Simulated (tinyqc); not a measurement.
## Electron mobility in a silicon inversion layer, empirical terms and Matthiessen rule: effect of the temperature

Inversion layer of sheet density Ns on a uniformly doped body. The mobility terms are empirical power laws with prefactors chosen for the exercise; adding their inverses (Matthiessen) is itself an approximation.

Nc and Nv are given at 325 K and scale as (T/325 K)^1.5; Eg is fixed. ni = sqrt(Nc Nv) exp(-Eg/(2 Vt)), Eg in volts; Ndep = sqrt(2 eps0 eps_r Nb (2 Vt ln(Nb/ni) + Vsb)/q); E = q (Ndep + eta Ns)/(eps0 eps_r), in MV/cm. With t = T/(300 K): muC = Ac (Ns/1e12 cm^-2) t/(Nb/1e17 cm^-3 + Nit/1e11 cm^-2), muP = Ap E^(-1/3) t^(-1.75), muS = As E^(-gs); 1/mu is the sum of the inverses.

Values chosen for this exercise; material values close to those of silicon:

| symbol | value | unit | meaning |
|---|---|---|---|
| Eg | 1.14 | eV | band gap |
| eps_r | 11.5 |  | relative permittivity of the semiconductor |
| Nc | 3.13e19 | cm^-3 | conduction-band density of states at the reference temperature |
| Nv | 3.01e19 | cm^-3 | valence-band density of states at the reference temperature |
| Nb | 7.9e17 | cm^-3 | body doping |
| Vsb | 0 | V | reverse body bias |
| eta | 0.5 |  | weight of the inversion charge in the effective field |
| Ap | 468 | cm^2/(V s) | phonon-limited mobility at 1 MV/cm and 300 K |
| As | 1210 | cm^2/(V s) | roughness-limited mobility at 1 MV/cm |
| gs | 2 |  | exponent of the roughness term |
| Ac | 1600 | cm^2/(V s) | Coulomb prefactor |
| Nit | 3.5e10 | cm^-2 | charge at the interface |
| Ns | 1.1e13 | cm^-2 | inversion density |

Constants: q = 1.602176634e-19 C, kB = 1.380649e-23 J/K, Vt = kB T/q, eps0 = 8.8541878128e-14 F/cm where lengths are in cm. Results are converted to the units shown.

Effect of the temperature:

| T (K) | E (MV/cm) | muC (cm^2/(V s)) | muP (cm^2/(V s)) | muS (cm^2/(V s)) | mu (cm^2/(V s)) |
|---|---|---|---|---|---|
| 120 | 1.387 | 853.3 | 2086 | 628.8 | 308.5 |
| 160 | 1.381 | 1138 | 1263 | 634.6 | 308.0 |
| 200 | 1.374 | 1422 | 855.9 | 641.3 | 291.5 |
| 250 | 1.364 | 1778 | 580.6 | 650.5 | 261.6 |
| 300 | 1.353 | 2133 | 423.1 | 660.8 | 230.1 |
| 350 | 1.342 | 2489 | 324.0 | 672.1 | 201.0 |
| 400 | 1.329 | 2844 | 257.3 | 684.6 | 175.5 |
| 450 | 1.316 | 3200 | 210.0 | 698.2 | 153.7 |

What does the table show?

As T goes from 120 to 450 K, E falls from 1.39 to 1.32 MV/cm and mu falls from 308 to 154 cm^2/(V s). The smallest term is the roughness one in the first row and the phonon one in the last. For T = 120 to 160 K dopant freeze-out and degenerate screening, left out here, matter.

Numbers from tinyqc (`OMP_NUM_THREADS=1 python tinyqc.py 2510082 2510083 out.jsonl`; about 0.01 s on one thread of a shared Intel Xeon 2.30GHz).
